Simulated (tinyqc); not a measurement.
Kinetic Monte Carlo and master equation for a particle on a ring of sites with traps and bias: one step, computed by the program tinyqc. Command: `OMP_NUM_THREADS=1 python tinyqc.py 3000835 3000836 out.jsonl kmc walk`. One thread of a shared host (Intel(R) Xeon(R) Processor @ 2.30GHz), about 0.06 s of CPU time with the checks.

5 sites on a ring, numbered 1 to 5. The saddle between i and i+1 lies at E0 + s b_i and site i at s eps_i; a force F tilts the landscape, with the saddle half-way.

Task: Closed form at zero force. At zero force D0 = a^2 nu exp(-E0/(k_B T)) / [<exp(-s eps/(k_B T))> <exp(s b/(k_B T))>], with means over the ring; Einstein relation v = D0 F/(k_B T); 1 angstrom = 1e-8 cm.

Inputs (values chosen for the exercise, for a model defect):
```
quantity                        value         unit
reference barrier E0             0.76           eV
scale factor s of the disorder      1            -
attempt frequency nu              2.7          THz
temperature T                     580            K
site spacing a                    3.7     angstrom
force F along the ring          0.017  eV/angstrom
```

Disorder: random barriers.

site energies eps_i (eV): 0  0  0  0  0

saddle shifts b_i between sites i and i+1 (eV): -0.043  -0.021  0.0055  -0.058  -0.047

Constants: k_B = 8.617333262e-05 eV/K.

Give: zero-force diffusivity D0; D0 over the value without disorder; Einstein drift.

Result:

zero-force diffusivity D0 = 1.5866e-09 cm^2/s

D0 over the value without disorder = 1.7241

Einstein drift = 0.053966 cm/s
